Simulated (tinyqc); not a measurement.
# Random telegraph noise from one oxide trap in a small MOSFET: two studies

An acceptor-like trap exchanges electrons with the channel. Inversion charge Q = Cox u, u = n Vt W0(exp((Vg - VT)/(n Vt))), W0 the Lambert function, n = nf, Cox = eps0 eox/tox; linear regime Id = (W/L) mu Q Vd. Relative to threshold the surface potential rises by Vt ln(u/u0) and the oxide voltage by the rest of Vg - VT, with u0 = n Vt W0(1).

Parameters, values chosen for the exercise; values of the order met in silicon transistors:

| symbol | value | unit | meaning |
|---|---|---|---|
| T | 200 | K | temperature |
| eox | 3.9 |  | relative permittivity of the gate insulator (close to silicon dioxide) |
| tox | 1 | nm | insulator thickness |
| xt | 0.4 | nm | depth of the trap from the channel interface |
| E0 | 0.16 | eV | trap level above the channel Fermi level at threshold |
| s0 | 2e-16 | cm^2 | capture prefactor |
| EB | 0.51 | eV | capture barrier (lattice relaxation) |
| lt | 0.15 | nm | tunnelling decay length |
| vth | 2e7 | cm/s | thermal velocity |
| zi | 2.7 | nm | thickness of the inversion layer |
| VT | 0.26 | V | threshold voltage |
| nf | 1.24 |  | body factor |
| W | 25 | nm | gate width |
| L | 62 | nm | gate length |
| mu | 120 | cm^2/(V s) | mobility |
| asc | 0 | V s | scattering coefficient of the charged trap |
| Vd | 0.05 | V | drain voltage |
| Vg | 0.59 | V | gate voltage |

Constants: q = 1.602176634e-19 C, kB = 1.380649e-23 J/K, Vt = kB T/q, eps0 = 8.8541878128e-14 F/cm where lengths are in cm. Results are converted to the units shown.

Each table varies one quantity; the others keep the values above.

## Time constants and noise against gate voltage

N = Cox u/q; dpsi = Vt ln(u/u0); E = E0 - dpsi - (xt/tox)(Vg - VT - dpsi); capture time tc = 1/[(N/zi) vth s0 exp(-xt/lt - EB/Vt)]; emission time te = tc exp(-E/Vt); occupancy te/(tc + te). A = W L; threshold step dV = q (1 - xt/tox)/(Cox A); gm/Id = 1/(u + n Vt); relative step dI/I = (gm/Id) dV + asc mu/A. fc = (1/tc + 1/te)/(2 pi); rms = (dI/I) sqrt(tc te)/(tc + te).

Time constants and noise against gate voltage:
```
Vg (V),E (eV),tc (s),te (s),occupancy,dI/I (%),fc (Hz),rms dI/I (%)
0.34,0.11172,5474.1,8.3747,0.0015275,2.2491,0.019033,0.087836
0.4,0.081594,3025.6,26.591,0.0087123,1.4122,0.0060378,0.13123
0.46,0.053491,2034.8,91.327,0.042954,1.0050,0.0018209,0.20377
0.52,0.026454,1516.9,326.85,0.17728,0.77273,5.9186e-4,0.29511
0.58,5.7253e-5,1203.1,1199.1,0.49917,0.62476,2.6502e-4,0.31238
0.64,-0.025915,994.17,4471.9,0.81812,0.52302,1.9568e-4,0.20175
0.7,-0.051588,845.68,16872,0.95227,0.44907,1.9763e-4,0.095741
0.76,-0.077038,735.01,64206,0.98868,0.39305,2.1901e-4,0.041578
0.82,-0.10232,649.48,2.4596e5,0.99737,0.34922,2.4570e-4,0.017898
```

What does the table show?

tc falls from 5470 to 649 s as the channel fills and te rises from 8.37 to 2.46e5 s; they are equal at Vg = 0.580 V, where E = 0. The rms noise goes from 0.0878 through a maximum of 0.312 (at Vg = 0.58 V among the rows listed) to 0.0179 %. The slope -Vt d ln(tc/te)/dVg is 0.502 between the first two rows and 0.421 between the last two; it tends to xt/tox = 0.400 only when the surface potential stops moving.

## Effect of the gate length

Same model as above.

The same in every row: E (eV) = -0.0042968; tc (s) = 1162.6; te (s) = 1491.8; occupancy = 0.56201; fc (Hz) = 2.4358e-4.

Effect of the gate length:
```
L (nm),dI/I (%),rms dI/I (%)
15,2.5017,1.2412
25,1.5010,0.74471
41,0.91525,0.45409
67,0.56008,0.27788
110,0.34114,0.16925
180,0.20847,0.10343
300,0.12508,0.062060
500,0.075051,0.037236
```

As L goes from 15 to 500, tc stays at 1160 s, te stays at 1490 s and dI/I falls from 2.50 to 0.0751 %. The step goes as 1/(W L), while the times do not depend on the size.

Range of the model: VT is taken as given; short-channel effects and the uneven flow of current among few electrons are left out.

Program tinyqc, `OMP_NUM_THREADS=1 python tinyqc.py 2710066 2710067 out.jsonl`; Intel Xeon 2.30GHz, shared host, one thread, about 0.01 s.
